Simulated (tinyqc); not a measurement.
Programming of a floating-gate cell by Fowler-Nordheim tunnelling: two steps of the calculation.

Per tunnel area the floating gate has Ctun = 3.9 eps0/tox to the channel (0 V) and Ccg to the control gate, Ct = Ctun/(1 - ag), no other coupling. With the threshold shift U = -Q/Ccg the field is F = ag (Vg - U)/tox, and dU/dt = J/Ccg. Fowler-Nordheim: J = A F^2 exp(-B/F), A = q^2/(16 pi^2 hbar mo phi) (times 1e14 for A/cm^2 with F in V/nm, emitter mass m0), B = (4/3) sqrt(mo/C) phi^1.5, C = hbar^2/(2 m0).

Inputs (values chosen for the exercise); oxide values close to those of silicon dioxide:
- phi = 3.1 eV (tunnel barrier)
- mo = 0.47 m0 (tunnelling mass)
- tox = 9.3 nm (tunnel oxide thickness)
- ag = 0.5 (coupling ratio Ccg/Ct)
- ar = 730 nm^2 (tunnel area)
- Vt0 = -2.7 V (threshold shift at the start)
- Vg = 21.1 V (control-gate voltage)
- dt = 0.49 us (time step)
- n = 10 (steps)

Constants: q = 1.602176634e-19 C, hbar = 1.054571817e-34 J s, m0 = 9.1093837015e-31 kg, eps0 = 8.8541878128e-14 F/cm where lengths are in cm, hbar^2/(2 m0) = 0.0380998212 eV nm^2. Results are converted to the units shown.

Problem 1. Constants of the cell. A, B, Ccg = ag Ct, the starting field and current, K = A B ag/(Ccg tox), and the knee time t0 = exp(B/F(0))/K.

Wanted: A; B; Ccg; F(0); J(0); K; t0; electrons for 1 V of shift.

Solution 1.

A = 1.0580e8 A cm^-2 (V/nm)^-2
B = 25.560 V/nm
Ccg = 0.37130 uF/cm^2
F(0) = 1.2796 V/nm
J(0) = 0.36577 A/cm^2
K = 3.9155e14 1/s
t0 = 1.2095 us
electrons for 1 V of shift = 16.918

Problem 2. Explicit time steps against the exact solution. U(new) = U + dt J(F(U))/Ccg. Exact: exp(B/F(t)) = exp(B/F(0)) + K t, K = A B ag/(Ccg tox), and U = Vg - tox F/ag.

Wanted: t; F; J; U by steps; U exact.

Solution 2.

```
step  t (us)  F (V/nm)  J (A/cm^2)  U by steps (V)  U exact (V)
0          0     1.280      0.3658          -2.700       -2.700
1     0.4900     1.254      0.2322          -2.217       -2.302
2     0.9800     1.237      0.1724          -1.911       -2.013
3      1.470     1.225      0.1375          -1.683       -1.789
4      1.960     1.215      0.1144          -1.502       -1.605
5      2.450     1.207     0.09801          -1.351       -1.450
6      2.940     1.200     0.08570          -1.222       -1.317
7      3.430     1.194     0.07611          -1.109       -1.199
8      3.920     1.189     0.06843          -1.008       -1.095
9      4.410     1.184     0.06215          -0.918       -1.001
10     4.900     1.179     0.05690          -0.836       -0.915
```

Range of the model: Programming fields of 10 MV/cm and more wear the oxide; trapping and the channel potential are ignored.

tinyqc, about 0.01 s, one thread, Intel Xeon 2.30GHz (shared host): `OMP_NUM_THREADS=1 python tinyqc.py 2130021 2130022 out.jsonl`
